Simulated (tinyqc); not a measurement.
Density of states of one tight-binding band on the square lattice: sweeps and comparisons. A value that a table varies takes the place of the one given here.

E(k) = -2 t (c1 + c2) - 4 t2 c1 c2 with ci = cos(2 pi ki); k in fractions of the reciprocal vectors, mesh k_i = j/N with j = 0 .. N-1. Densities are per cell and per spin, so the band holds one state.

Each square of the mesh is cut along (i, j)-(i+1, j+1) into two triangles. For corner energies e1 <= e2 <= e3 and eij = ei - ej, the share of the triangle below E is n = (E - e1)^2/(e21 e31) for e1 < E < e2 and n = 1 - (e3 - E)^2/(e31 e32) for e2 < E < e3; its density of states is g = dn/dE.

Gaussian broadening: g(E) = mean over the mesh of exp(-(E - E_k)^2/(2 sigma^2))/(sigma sqrt(2 pi)), n(E) = mean of erfc((E_k - E)/(sigma sqrt 2))/2.

Values chosen for the exercise: t = 2.39 eV (nearest hopping); t2 = 0 eV (second hopping); N2 = 12 (mesh points along each axis in this comparison); sigma = 0.478 eV (Gaussian width); E = 5.61 eV (energy at which the density is wanted).

## Three ways to the same curve

N = N2 here; the reference is the linear method with N = 240.

g(E) (1/eV):

| E (eV) | reference | linear triangles | Gaussian, sigma | Gaussian, sigma/4 | reference n(E) |
|---|---|---|---|---|---|
| -7.821 | 0.037 | 0.036 | 0.027 | 0.000 | 0.061 |
| -6.083 | 0.041 | 0.041 | 0.033 | 0.000 | 0.128 |
| -4.345 | 0.048 | 0.049 | 0.073 | 0.043 | 0.205 |
| -2.607 | 0.058 | 0.057 | 0.072 | 0.053 | 0.296 |
| -0.868 | 0.080 | 0.078 | 0.054 | 0.015 | 0.412 |
| 0.870 | 0.080 | 0.078 | 0.054 | 0.015 | 0.588 |
| 2.608 | 0.058 | 0.057 | 0.072 | 0.053 | 0.704 |
| 4.346 | 0.048 | 0.049 | 0.073 | 0.042 | 0.795 |
| 6.084 | 0.041 | 0.041 | 0.033 | 0.000 | 0.872 |
| 7.823 | 0.037 | 0.036 | 0.027 | 0.000 | 0.939 |

Root-mean-square errors against the reference: 0.0011 for linear triangles, 0.0185 for sigma and 0.0384 for sigma/4. The narrow Gaussian is worse than the wide one, because it resolves the separate mesh levels. The reference is highest at -0.868 and 0.870 eV of the energies listed, and half filling lies between -0.868 and 0.870 eV.

## Convergence with the mesh

At the energy E; the plain count is the share of mesh points below E; the reference is the linear method with N = 240.

Results:

| N | points | g linear | n linear | g Gaussian | n Gaussian | n plain count |
|---|---|---|---|---|---|---|
| 4 | 16 | 0.0432 | 0.9146 | 0.0462 | 0.9272 | 0.9375 |
| 6 | 36 | 0.0465 | 0.8719 | 0.0210 | 0.8566 | 0.8611 |
| 8 | 64 | 0.0433 | 0.8655 | 0.0144 | 0.8573 | 0.8594 |
| 12 | 144 | 0.0430 | 0.8576 | 0.0181 | 0.8533 | 0.8542 |
| 16 | 256 | 0.0428 | 0.8550 | 0.0354 | 0.8516 | 0.8555 |
| 24 | 576 | 0.0427 | 0.8532 | 0.0431 | 0.8512 | 0.8455 |
| 48 | 2304 | 0.0427 | 0.8522 | 0.0428 | 0.8515 | 0.8485 |

reference n and g: 0.8519  0.0427

The linear n(E) stays within 0.002 of the reference from N = 24 on. The Gaussian g stays within 1 % of its last value from N = 24 on; it tends to the broadened curve, not the true one. At the last mesh it lies 0.000 1/eV from the reference g and the linear g 0.000. The plain count errs by -0.0034 at the last mesh.

## Critical points

The gradient vanishes at these points by symmetry; the signs of the eigenvalues of the second-derivative matrix give the type.

Critical points:

| point | k | E (eV) | positive | negative | type |
|---|---|---|---|---|---|
| Gamma | (0, 0) | -9.5600 | 2 | 0 | minimum |
| X | (0.5, 0) | 0.0000 | 1 | 1 | saddle |
| M | (0.5, 0.5) | 9.5600 | 0 | 2 | maximum |

Gamma is a minimum at -9.560 eV: g has a step there. X is a saddle at 0.000 eV: g diverges logarithmically there. M is a maximum at 9.560 eV: g has a step there.

## What moves the count of states

Linear method and Gaussian sum with N = 48. Each row changes one parameter from the base and keeps the others.

Results:

| case | n linear | g linear (1/eV) | n Gaussian | g Gaussian (1/eV) |
|---|---|---|---|---|
| base | 0.8522 | 0.0427 | 0.8515 | 0.0428 |
| t = 2.629 eV | 0.8300 | 0.0405 | 0.8293 | 0.0405 |
| E = 5.849 eV | 0.8623 | 0.0419 | 0.8616 | 0.0420 |
| sigma = 0.956 eV | 0.8522 | 0.0427 | 0.8503 | 0.0430 |
| t2 = 0.12 eV | 0.8579 | 0.0460 | 0.8572 | 0.0461 |

The largest shifts from the base row, up to three for each result and ties (the steps differ in size, so this ranks the rows, not the parameters). n linear: t -0.0222, E +0.0101, t2 +0.0057; unchanged at the printed digits by sigma. g linear (1/eV): t2 +0.0033, t -0.0023, E -0.0008; unchanged at the printed digits by sigma. n Gaussian: t -0.0222, E +0.0101, t2 +0.0057. g Gaussian (1/eV): t2 +0.0033, t -0.0023, E -0.0008.

Computed by tinyqc, a small Python program: `OMP_NUM_THREADS=1 python tinyqc.py 1681304 1681305 out.jsonl` (the numbers bound the seed that draws the inputs); one thread of a shared host (Intel(R) Xeon(R) Processor @ 2.30GHz), about 0.08 s for the whole set of steps.
